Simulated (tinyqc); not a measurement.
What moves the results: Shockley-Read-Hall recombination through one deep level. A value that a table varies takes the place of the one given here.

One level at Et with degeneracy 1: tn = 1/(sn vth Nt), tp = 1/(sp_ vth Nt), n1 = Nc exp((Et - Eg)/kT), p1 = Nv exp(-Et/kT), ni^2 = n1 p1. Equilibrium n0 = Nm, p0 = ni^2/Nm; n = n0 + dn, p = p0 + dn. U = (n p - ni^2)/(tp (n + n1) + tn (p + p1)), lifetime dn/U; emission rates en = sn vth n1, ep = sp_ vth p1.

Constants: kB = 8.617333262e-05 eV/K.

Inputs chosen for the exercise (gap and densities of states near those of GaAs at this temperature; not measured data):

| symbol | value | unit | meaning |
|---|---|---|---|
| E1 | 0.583 | eV | level (+1/0) above Ev |
| E2 | 1.047 | eV | level (0/-1) above Ev |
| gm | 2 |  | degeneracy of the middle state, the others 1 |
| T | 450 | K |  |
| Eg | 1.356 | eV | gap |
| Nc | 7.98e+17 | 1/cm^3 | conduction-band density of states |
| Nv | 1.73e+19 | 1/cm^3 | valence-band density of states |
| Nd | 9.7e+14 | 1/cm^3 | ionised shallow donors minus acceptors |
| Et | 1.047 | eV | recombination level above Ev |
| Nt | 1.2e+15 | 1/cm^3 | defects |
| sn | 8.1e-16 | cm^2 | electron capture cross-section |
| sp_ | 2.9e-16 | cm^2 | hole capture cross-section |
| vth | 23000000 | cm/s | thermal velocity, both carriers |
| Nm | 1.2e+16 | 1/cm^3 | equilibrium electrons for the lifetime steps |
| dn | 1e+14 | 1/cm^3 | excess pairs |

## Charge state against the Fermi level (deep level with several charge states)

Energies from Ev. The defect has charge states +1, 0, -1 with weights 1, gm exp((EF - E1)/kT), exp((2 EF - E1 - E2)/kT); the shares are the weights over their sum. Boltzmann carriers: n = Nc exp((EF - Eg)/kT), p = Nv exp(-EF/kT). Neutrality: p - n + Nd + Nt <q> = 0.

Shares:

| EF (eV) | +1 | 0 | -1 | <q> |
|---|---|---|---|---|
| 0.081 | 1.000 | 0.000 | 0.000 | 1.000 |
| 0.190 | 1.000 | 0.000 | 0.000 | 1.000 |
| 0.298 | 0.999 | 0.001 | 0.000 | 0.999 |
| 0.407 | 0.979 | 0.021 | 0.000 | 0.979 |
| 0.515 | 0.743 | 0.257 | 0.000 | 0.743 |
| 0.624 | 0.148 | 0.852 | 0.000 | 0.148 |
| 0.732 | 0.011 | 0.989 | 0.000 | 0.010 |
| 0.841 | 0.001 | 0.997 | 0.002 | -0.002 |
| 0.949 | 0.000 | 0.962 | 0.038 | -0.038 |
| 1.058 | 0.000 | 0.601 | 0.399 | -0.399 |
| 1.166 | 0.000 | 0.085 | 0.915 | -0.915 |
| 1.275 | 0.000 | 0.006 | 0.994 | -0.994 |

Where the levels are several kT apart the middle state rules between about E1 - kT ln gm = 0.556 and E2 + kT ln gm = 1.074 eV; its largest share listed is 0.997. Each step spreads from 10 % to 90 % over 4.4 kT = 0.170 eV.

## Defects against doping (deep level with several charge states)

Nt takes the listed multiples of |Nd|; the resistivity uses mobilities of 1000 (electrons) and 300 (holes) cm^2/(V s), chosen for the exercise, and e = 1.602176634e-19 C.

Neutral state:

| Nt/\|Nd\| | EF (eV) | n (1/cm^3) | p (1/cm^3) | rho (ohm cm) |
|---|---|---|---|---|
| 0.01 | 1.0955 | 9.64e+14 | 9.32e+06 | 6.48 |
| 0.10 | 1.0932 | 9.10e+14 | 9.88e+06 | 6.86 |
| 0.30 | 1.0881 | 7.98e+14 | 1.13e+07 | 7.82 |
| 0.60 | 1.0804 | 6.54e+14 | 1.37e+07 | 9.54 |
| 0.90 | 1.0729 | 5.39e+14 | 1.67e+07 | 11.6 |
| 1.10 | 1.0681 | 4.76e+14 | 1.89e+07 | 13.1 |
| 1.50 | 1.0592 | 3.79e+14 | 2.37e+07 | 16.5 |
| 3.00 | 1.0343 | 1.99e+14 | 4.51e+07 | 31.3 |
| 10.00 | 0.9861 | 5.74e+13 | 1.57e+08 | 109 |

EF goes from 1.095 to 0.986 eV and the resistivity from 6.48 to 109 ohm cm, with a largest value of 109. The largest move of EF, -0.048 eV, comes between Nt/|Nd| = 3 and 10; the levels lie at 0.583 and 1.047 eV. A defect can take up to one carrier of either sign, so the doping can be cancelled no earlier than Nt = |Nd|, there only if EF lies well beyond the level that takes the carriers and otherwise at larger Nt (mean charge -0.09 in the last row).

## Lifetime against injection

Recombination:

| dn (1/cm^3) | lifetime (microsecond) | U (1/(cm^3 s)) |
|---|---|---|
| 1.0e+11 | 0.1278 | 7.82e+17 |
| 1.0e+12 | 0.1278 | 7.82e+18 |
| 1.0e+13 | 0.1278 | 7.82e+19 |
| 1.0e+14 | 0.1282 | 7.80e+20 |
| 1.0e+15 | 0.1310 | 7.63e+21 |
| 1.0e+16 | 0.1468 | 6.81e+22 |
| 1.0e+17 | 0.1652 | 6.05e+23 |
| 1.0e+18 | 0.1692 | 5.91e+24 |

The lifetime rises from 0.1278 to 0.1692 microsecond; tn + tp = 0.1697. At low injection it is tp (1 + n1/n0) + tn p1/n0 with n1/Nm = 0.023 and p1/Nm = 2.7e-09: re-emission lengthens it to 1.02 times the minority capture time. Auger and radiative paths are left out; they cut in at the highest injections, and in a doped direct-gap crystal the radiative one counts at all injections. dn = dp neglects trapped charge, which matters where the traps hold a charge comparable with dn, at low injection and with very unequal cross sections.

## Where a level does most harm

Et takes the values listed; G = Nt en ep/(en + ep) in a depleted region; the lifetime is for dn = 1e11 1/cm^3.

Results:

| Et (eV) | lifetime (microsecond) | G (1/(cm^3 s)) |
|---|---|---|
| 0.081 | 8.11 | 9.38e+10 |
| 0.190 | 0.605 | 1.56e+12 |
| 0.298 | 0.155 | 2.53e+13 |
| 0.407 | 0.127 | 4.20e+14 |
| 0.515 | 0.125 | 6.80e+15 |
| 0.624 | 0.125 | 1.12e+17 |
| 0.732 | 0.125 | 5.93e+17 |
| 0.841 | 0.125 | 5.27e+16 |
| 0.949 | 0.125 | 3.26e+15 |
| 1.058 | 0.129 | 1.96e+14 |
| 1.166 | 0.187 | 1.21e+13 |
| 1.275 | 1.15 | 7.28e+11 |

Generation peaks where en = ep, at Eg/2 + (kT/2) ln(sp_ Nv/(sn Nc)) = 0.718 eV; the largest value listed is at 0.732 eV, and G falls by a decade for each 0.089 eV away from the peak. The lifetime is within a factor 2 of its minimum, 0.125 microsecond, from 0.298 to 1.166 eV: recombination tolerates a wide range of Et, generation a narrow one.

## What moves lifetime and leakage

G = Nt en ep/(en + ep). Each row changes one parameter from the base and keeps the others.

Results:

| case | lifetime (microsecond) | G (1/(cm^3 s)) |
|---|---|---|
| base | 0.1282 | 2.60e+14 |
| Et = 1.087 eV | 0.1333 | 9.28e+13 |
| sn = 1.62e-15 cm^2 | 0.1280 | 2.60e+14 |
| sp_ = 5.8e-16 cm^2 | 0.06426 | 5.21e+14 |
| Nt = 6e+14 1/cm^3 | 0.2563 | 1.30e+14 |
| Nm = 3.6e+16 1/cm^3 | 0.1260 | 2.60e+14 |
| dn = 3e+14 1/cm^3 | 0.1288 | 2.60e+14 |

The largest shifts from the base row, up to three for each result and ties (the steps differ in size, so this ranks the rows, not the parameters). lifetime (microsecond): Nt +0.128, sp_ -0.0639, Et +0.00515. G (1/(cm^3 s)): sp_ +2.60e+14, Et -1.68e+14, Nt -1.30e+14; unchanged at the printed digits by sn, Nm and dn.

Program tinyqc; command `OMP_NUM_THREADS=1 python tinyqc.py 1650703 1650704 out.jsonl`; about 0.01 s on one thread of a shared Intel(R) Xeon(R) Processor @ 2.30GHz.
